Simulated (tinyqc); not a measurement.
From results back to parameters: band gaps under pressure and temperature from deformation potentials. Three cases, with inputs chosen for the exercise.

Problem. A gap falls from its value at 0 K by aV T^2/(T + bV). The falls at two temperatures are given.

Find: T^2/fall; aV; bV.

Method. T^2/fall = (T + bV)/aV is a straight line in T with slope 1/aV and intercept bV/aV.

Case 1.

Values chosen (out of a larger set: near those of InAs, the X and L potentials typical of such crystals; not measured data): T12 = (100, 150) K (two temperatures).

falls at the two temperatures (meV): 13.802083  24.638430

Solution.

T^2/fall (K^2/meV): 724.5  913.2

aV = 0.265 meV/K
bV = 92 K

Case 2.

Values chosen (out of a larger set: near those of InAs, the X and L potentials typical of such crystals; not measured data): T12 = (100, 500) K (two temperatures).

falls at the two temperatures (meV): 14.920635  119.694397

Solution.

T^2/fall (K^2/meV): 670.2  2088.7

aV = 0.282 meV/K
bV = 89 K

Case 3.

Values chosen (out of a larger set: near those of AlAs, the X and L potentials typical of such crystals; not measured data): T12 = (77, 400) K (two temperatures).

falls at the two temperatures (meV): 8.070028  145.334706

Solution.

T^2/fall (K^2/meV): 734.7  1100.9

aV = 0.882 meV/K
bV = 571 K

Computed by tinyqc, one run a case: `OMP_NUM_THREADS=1 python tinyqc.py N N+1 out.jsonl` with N = 1051365, 1051457, 1051482; one thread of a shared Intel(R) Xeon(R) Processor @ 2.30GHz, about 0.01 s a run at most.
